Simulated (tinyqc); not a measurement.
# Thermal and gravitational stress in a wafer during furnace and rapid thermal processing, and the onset of slip, step by step

A worked calculation. Computed by tinyqc, a small Python program that keeps every step. Command: `OMP_NUM_THREADS=1 python tinyqc.py 3013462 3013463 out.jsonl slip walk`. One thread of a shared host (Intel(R) Xeon(R) Processor @ 2.30GHz), about 0.01 s of CPU time with the checks. Intermediate numbers are printed to about 6 digits and carried at full precision; extremes and crossings named in words are read from the listed rows.

A thin free disc in plane stress, isotropic; T(r) = T_centre + dT (r/R)^n with n = 2. Stress is positive in tension; sigma_SB = 5.670374419e-8 W/(m^2 K^4), g = 9.80665 m/s^2.

Inputs (values chosen for the exercise, modelled on silicon):
```
quantity                              value        unit
wafer radius R                          150          mm
thickness t                             775  micrometre
Young's modulus E                       145         GPa
Poisson ratio nu                       0.26           -
expansion alpha                         4.1      1e-6/K
edge less centre temperature dT          23           K
temperature T                          1325           K
prefactor A of the critical stress  0.00026         MPa
energy U of the critical stress        1.03          eV
density rho                            2330      kg/m^3
heat capacity c                         940    J/(kg K)
conductivity k                           26     W/(m K)
wafer spacing s                         6.8          mm
ramp rate                               4.5       K/min
radius of the support ring over R       0.7           -
```

Temperature profile: parabolic.

Constants: k_B = 8.617333262e-05 eV/K.

## Thermal stress

With x = r/R: s_rr = alpha E dT (1 - x^n)/(n + 2), s_tt = alpha E dT [1 - (n + 1) x^n]/(n + 2).

Temperature and stresses at r/R = 0, 0.3, 0.5, 0.7, 0.8, 0.9, 0.95, 1:
```
r/R   T - T_centre (K)  s_rr (MPa)  s_tt (MPa)
0.00            0.0000     3.41838     3.41838
0.30            2.0700     3.11072     2.49541
0.50            5.7500     2.56378     0.85459
0.70           11.2700     1.74337    -1.60664
0.80           14.7200     1.23062    -3.14491
0.90           18.6300     0.64949    -4.88828
0.95           20.7575     0.33329    -5.83688
1.00           23.0000     0.00000    -6.83675
```

hoop stress at the edge = -6.83675 MPa

r/R where s_tt = 0 = 0.577350

The hot edge is squeezed; the edge stress is n times that at the centre in size.

## Resolved stress round the edge

At the edge the stress is uniaxial along the tangent d = (cos phi, sin phi, 0) of a (001) wafer; the Schmid factor is the largest |(d.n)(d.b)| over the twelve {111}<110> systems.

Schmid factor and resolved stress at phi = 0, 7.5, 15, 22.5, 30, 37.5 and 45 degrees from [100]:
```
phi from [100] (degrees)  Schmid factor  resolved stress (MPa)
0.0                            0.408248                2.79109
7.5                            0.454124                3.10473
15.0                           0.482963                3.30190
22.5                           0.492799                3.36915
30.0                           0.482963                3.30190
37.5                           0.454124                3.10473
45.0                           0.408248                2.79109
```

The factor is 1/sqrt(6) = 0.408 along <100> and <110> and peaks at 0.4928 at 22.5 degrees, so slip, if any, starts at eight places between these directions.

## Slip criterion

Critical resolved stress tau_c = A exp(U/(k_B T)), a form chosen for the exercise; slip when 0.492799 |s_tt(R)| > tau_c; allowed |dT| = tau_c (n + 2)/(0.492799 n alpha E).

critical stress tau_c = 2.15123 MPa

resolved over critical stress = 1.56615

allowed |dT| = 14.6857 K

Slip is expected.

## Ramp rate in a batch furnace

In a stack heated from the rim, heat flows inward by conduction and by radiation between wafers: k_eff = k + (16/3) sigma_SB T^3 s^2/t (a diffusion estimate with the spacing as path length). A steady ramp gives the parabolic lag dT = rho c (ramp) R^2/(4 k_eff); the allowed ramp uses n = 2.

k_eff = 67.9734 W/(m K)

lag of the centre = 13.5934 K

allowed ramp rate = 4.86161 K/min

Radiation carries 62 % of the inward flow. The ramp is 0.93 of the allowed one.

## Gravity

Own weight q = rho g t on a ring of radius b R, x = r/R: moments of an edge-supported plate, M_r = q R^2 (3 + nu)(1 - x^2)/16 and M_t = q R^2 [(3 + nu) - (1 + 3 nu) x^2]/16, less the uniform moment inside the ring load, q R^2 [(1 - nu)(1 - b^2) - 2 (1 + nu) ln b]/8; stress at the lower face = 6 M/t^2.

stress at the centre = 0.176015 MPa

radial stress at the ring = -0.221361 MPa

hoop stress at the ring = -0.0409570 MPa

The largest of these is 0.051 tau_c when halved for shear. Point supports give far higher local stress than a ring.

## Position of the support ring

The formulas are those given above.

Stress at the lower face (MPa):
```
b        centre  radial at ring  hoop at ring  largest in size
0.40  -0.647113       -0.776868     -0.717961         0.776868
0.50  -0.334206       -0.536949     -0.444906         0.536949
0.60  -0.065117       -0.357067     -0.224525         0.357067
0.65   0.058249       -0.284387     -0.128834         0.284387
0.70   0.176015       -0.221361     -0.040957         0.221361
0.75   0.289209       -0.166963      0.040134         0.289209
0.80   0.398659       -0.120363      0.115267         0.398659
0.90   0.608922       -0.047966      0.250253         0.608922
1.00   0.810973        0.000000      0.368172         0.810973
```

Among these rows the largest stress is least, 0.221 MPa, for a ring at 0.7 R, 3.7 times below edge support: the overhang balances the sag of the centre. All values scale as R^2/t.

## Limits against temperature

The formulas are those given above.

For the parabolic profile:
```
T (K)  tau_c (MPa)  allowed |dT| (K)  k_eff (W/(m K))  allowed ramp (K/min)
1050       22.8431           155.942          46.8879               35.6098
1125       10.6947            73.009          51.6912               18.3798
1200        5.5053            37.583          57.1796               10.4659
1275        3.0642            20.919          63.3988                6.4589
1350        1.8203            12.426          70.3944                4.2602
1425        1.1422             7.798          78.2121                2.9702
1500        0.7510             5.127          86.8976                2.1696
```

From 1050 to 1500 K the allowed difference falls 30 times and the allowed ramp 16 times; radiation, which grows as T^3, gives back a factor 1.85. Ramps must slow as the wafer gets hotter.

Checks made by the program: force balance: the hoop stress integrates to zero (added to the edge stress) (relative difference below 1e-10).
